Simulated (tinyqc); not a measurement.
# Diffusion length from constant photovoltage

Inverse problem. In a thick sample with a thin depletion layer the excess density at its edge goes as flux/(1/alpha + L), so the flux needed for a fixed surface photovoltage is proportional to 1/alpha + L. Find L.

photon flux for the same photovoltage at absorption coefficients 120 and 600 1/cm (relative units): 123.33333  56.666667

Answer. The line of flux against 1/alpha meets zero at -L.

slope against 1/alpha = 1.000 1/um
L = 40.00 um

Numbers from tinyqc (`OMP_NUM_THREADS=1 python tinyqc.py 2430024 2430025 out.jsonl`; about 0.01 s on one thread of a shared Intel Xeon 2.30GHz).
